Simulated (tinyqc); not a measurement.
Thinning the body: thin-body film or fin with hard walls, valleys of the Si type.

Six ellipsoidal valleys with their long axes along the cube axes, mass ml along the axis and mt across it. For a valley whose axis makes the angle theta with the surface normal, 1/m_z = cos^2(theta)/ml + sin^2(theta)/mt sets the confinement; in the plane the masses are m_1 = mt and m_2 = ml mt/m_z, and m_d = sqrt(m_1 m_2).

A film of thickness t between hard walls, flat band inside: E_n = c (n pi/t)^2/m_z above the bulk edge, c = hbar^2/2m0. Without degeneracy the sheet density is N2 exp((EF - Ec)/kB T) with N2 = sum_i g m_d/(2 pi c) kB T exp(-E_i/kB T) over n = 1 to 40 of each group; a classical film has t Nc with Nc = 2 g_all (m_dos kB T/(4 pi c))^(3/2), m_dos = (ml mt^2)^(1/3). The threshold shift is dVt = kB T ln(t Nc/N2).

Constants: hbar^2/2m0 = 3.80998211 eV angstrom^2; kB = 8.617333262e-05 eV/K.

Values chosen for the exercise (near those of Si; not measured data):
```
symbol  value                           unit      meaning
ml      0.916                           m0        longitudinal mass
mt      0.189                           m0        transverse mass
face    111                                       face of the film or side wall of the fin
T       300                             K         temperature
g_all   6                                         number of valleys
ts      (15, 25, 35, 50, 80, 120, 200)  angstrom  thicknesses
Vox     3.11                            eV        barrier of an SiO2-like oxide
mox     0.46                            m0        mass in the oxide
```

Valleys (masses in m0):
```
valleys g  cos^2(theta)      m_z      m_1      m_2      m_d
6               0.33333  0.25699  0.18900  0.67367  0.35682
```

For each t: the lowest level E1, the share of its group, dVt, the sensitivity |dE1/dt| = 2 E1/t, and E1 for finite barriers from k t + 2 atan[(k/m_z)/(kappa/mox)] = pi with k = sqrt(m_z E/c), kappa = sqrt(mox (Vox - E)/c).

Results:
```
t (angstrom)  E1 (eV)  share of its group (%)  dVt (mV)  |dE1/dt| (meV/angstrom)  E1, finite barrier (meV)
15             0.6503                   100.0     605.5                    86.71                     338.6
25             0.2341                   100.0     202.5                    18.73                     154.1
35             0.1194                   100.0      96.5                     6.83                      87.8
50             0.0585                   100.0      44.8                     2.34                      46.9
80             0.0229                   100.0      19.5                     0.57                      19.9
120            0.0102                   100.0      11.3                     0.17                       9.2
200            0.0037                   100.0       6.2                     0.04                       3.5
```

What can be read from this table?

dVt falls from 606 mV at 15 angstrom to 6.2 mV at 200. E1 exceeds kB T = 25.9 meV up to 50 angstrom of those listed. In the thinnest film dVt differs from E1/e by -45 mV, which comes from the count of states. The sensitivity goes as 1/t^3, so one angstrom of roughness moves E1 by 86.7 meV at the thin end and 0.04 meV at the thick end. Hard walls overestimate E1 by 92 % and 6 % at the two ends. Levels above about 0.2 eV already feel non-parabolicity.

Run: tinyqc, `OMP_NUM_THREADS=1 python tinyqc.py 1251621 1251622 out.jsonl`; Intel(R) Xeon(R) Processor @ 2.30GHz, one thread, shared host; about 0.01 s of CPU time with all checks.
